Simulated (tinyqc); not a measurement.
Worked calculation: Hubbard chain of 3 sites. Computed by tinyqc, a small Python program that keeps every step. Settings: hopping = 1.38, U = 6.9, mixing = 0.5, iteration cap = 85. Command: `OMP_NUM_THREADS=1 python tinyqc.py 22515 22516 out.jsonl` (the two numbers bound the seeds that draw the settings). One thread of a shared host (Intel(R) Xeon(R) Processor @ 2.60GHz), about 0.2 s of CPU time with the checks. Later iterations appear only in the table of the cycle.

## Mean-field iteration 1

one-body matrix (hopping and site energies) (eV):
```
           1          2          3
1  -0.370000  -1.380000   0.000000
2  -1.380000   0.060000  -1.380000
3   0.000000  -1.380000  -0.470000
```

U = 6.900000 eV

electrons, up and down: 2  2

mixing = 0.500000

n(up) at the start (a guess, not normalised): 1 0.667000, 2 0.667000, 3 0.667000

n(down) at the start (a guess): 1 0.667000, 2 0.667000, 3 0.667000

H(up) = T + U n(down), H(down) = T + U n(up); fill the lowest levels; n(new) = n + mixing (n(out) - n); E = tr T (rho up + rho down) + U sum n_up n_down of the output.

levels, up (eV): 2.455171  4.182615  6.389114

levels, down (eV): 2.455171  4.182615  6.389114

energy = 4.603068 eV

n(up) after iteration 1: 1 0.718716, 2 0.553120, 3 0.728663

n(down) after iteration 1: 1 0.718716, 2 0.553120, 3 0.728663

## Mean-field iteration 2

As before.

levels, up (eV): 2.242471  4.573415  6.207564

levels, down (eV): 2.242471  4.573415  6.207564

energy = 4.305664 eV

n(up) after iteration 2: 1 0.709555, 2 0.570524, 3 0.720171

n(down) after iteration 2: 1 0.709555, 2 0.570524, 3 0.720171

## Mean-field iteration 3

As before.

levels, up (eV): 2.285959  4.512532  6.223234

levels, down (eV): 2.285959  4.512532  6.223234

energy = 4.298715 eV

n(up) after iteration 3: 1 0.711179, 2 0.568037, 3 0.720909

n(down) after iteration 3: 1 0.711179, 2 0.568037, 3 0.720909

## Convergence

Each step fills the lowest levels of T + U n(other spin) and sets n(new) = n + mixing (n(out) - n); stop when output and input agree to 1e-8.

Course of the cycle:

| iteration | E (eV) | largest \|n(out) - n(in)\| | mean \|n_up - n_down\| |
|---|---|---|---|
| 1 | 4.60306755 | 2.28e-01 | 0.000000 |
| 2 | 4.30566449 | 3.48e-02 | 0.000000 |
| 3 | 4.29871490 | 4.97e-03 | 0.000000 |
| 4 | 4.29857450 | 1.04e-03 | 0.000000 |
| 5 | 4.29856934 | 4.59e-04 | 0.000000 |
| 6 | 4.29856828 | 2.99e-04 | 0.000000 |
| 7 | 4.29856786 | 1.82e-04 | 0.000000 |
| 8 | 4.29856768 | 1.23e-04 | 0.000000 |
| 9 | 4.29856760 | 7.71e-05 | 0.000000 |
| 10 | 4.29856757 | 5.18e-05 | 0.000000 |
| 11 | 4.29856755 | 3.31e-05 | 0.000000 |
| ... | ... | ... | ... |
| 21 | 4.29856754 | 4.68e-07 | 0.000000 |
| 22 | 4.29856754 | 3.06e-07 | 0.000000 |
| 23 | 4.29856754 | 2.00e-07 | 0.000000 |
| 24 | 4.29856754 | 1.30e-07 | 0.000000 |
| 25 | 4.29856754 | 8.50e-08 | 0.000000 |
| 26 | 4.29856754 | 5.55e-08 | 0.000000 |
| 27 | 4.29856754 | 3.62e-08 | 0.000000 |
| 28 | 4.29856754 | 2.37e-08 | 0.000000 |
| 29 | 4.29856754 | 1.54e-08 | 0.000000 |
| 30 | 4.29856754 | 1.01e-08 | 0.000000 |
| 31 | 4.29856754 | 6.58e-09 | 0.000000 |

local moments n_up - n_down: 1 0.000000, 2 0.000000, 3 0.000000

Converged in 31 iterations. But random starts reach 3.77649 eV, so this is another stationary point, not the lowest one. Reruns (cap 100 unless said): mixing 0.2: converged in 48 to a higher stationary point (E = 4.29857); mixing 0.9: not converged. Before convergence this energy mixes input and output and is not variational, so it may rise towards its limit.

## The many-body Hamiltonian

Basis: all placements (u, d, 2, 0 on each site), up operators ordered before down ones; hops carry the sign of the same-spin electrons passed.

H (eV):
```
           220        2ud        u2d        2du        202        ud2        d2u        du2
220  13.180000  -1.380000   0.000000  -1.380000   0.000000   0.000000   0.000000   0.000000
2ud  -1.380000   5.750000  -1.380000   0.000000  -1.380000   0.000000   0.000000   0.000000
u2d   0.000000  -1.380000   6.180000   0.000000   0.000000  -1.380000   0.000000   0.000000
2du  -1.380000   0.000000   0.000000   5.750000  -1.380000   0.000000  -1.380000   0.000000
202   0.000000  -1.380000   0.000000  -1.380000  12.120000  -1.380000   0.000000  -1.380000
ud2   0.000000   0.000000  -1.380000   0.000000  -1.380000   5.650000   0.000000   0.000000
d2u   0.000000   0.000000   0.000000  -1.380000   0.000000   0.000000   6.180000  -1.380000
du2   0.000000   0.000000   0.000000   0.000000  -1.380000   0.000000  -1.380000   5.650000
022   0.000000   0.000000   0.000000   0.000000   0.000000  -1.380000   0.000000  -1.380000

           022
220   0.000000
2ud   0.000000
u2d   0.000000
2du   0.000000
202   0.000000
ud2  -1.380000
d2u   0.000000
du2  -1.380000
022  12.980000
```

## Exact diagonalisation (9 states)

Lowest levels of the sector, and the double occupancy of the lowest state.

lowest levels (eV): 3.187819  3.972871  5.216200  5.700315  7.207830  7.906814

double occupancy per site = 0.362058

The mean-field solution above lies 1.1107 eV above the exact energy.

## The lowest level by Lanczos steps

From a random start vector (not printed): a_j = <q_j|H|q_j>, b_j = norm of the remainder after orthogonalising; the Ritz value is the lowest eigenvalue of the tridiagonal matrix of a and b so far.

Lanczos:

| j | a_j (eV) | b_j (eV) | lowest Ritz value (eV) |
|---|---|---|---|
| 1 | 9.942631 | 4.675325 | 9.94263057 |
| 2 | 8.007256 | 2.229198 | 4.20052339 |
| 3 | 6.626255 | 1.106250 | 3.26003690 |
| 4 | 10.261452 | 3.444534 | 3.21920337 |
| 5 | 8.027467 | 1.509818 | 3.19655415 |
| 6 | 8.021350 | 3.337929 | 3.19256410 |
| 7 | 9.908066 | 2.593069 | 3.18987658 |
| 8 | 7.158043 | 0.522013 | 3.18792521 |
| 9 | 5.487481 | 3.52e-11 | 3.18781950 |
